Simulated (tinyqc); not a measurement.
Worked calculation: plane-wave Kohn-Sham cycle with exchange-only LDA in a layered model solid. One step of it, computed by the program tinyqc.

Problem. Iteration 1: levels at that k. Diagonalise the Hermitian matrix.

H (hartree):
```
           -2         -1         +0         +1         +2
-2   0.054820  -0.145000  -0.100000   0.000000   0.000000
-1  -0.145000  -0.183162  -0.145000  -0.100000   0.000000
+0  -0.100000  -0.145000  -0.230758  -0.145000  -0.100000
+1   0.000000  -0.100000  -0.145000  -0.087969  -0.145000
+2   0.000000   0.000000  -0.100000  -0.145000   0.245206
```

Give: eigenvalues.

Solution.

eigenvalues (hartree): -0.506  -0.123  -0.021  0.140  0.308
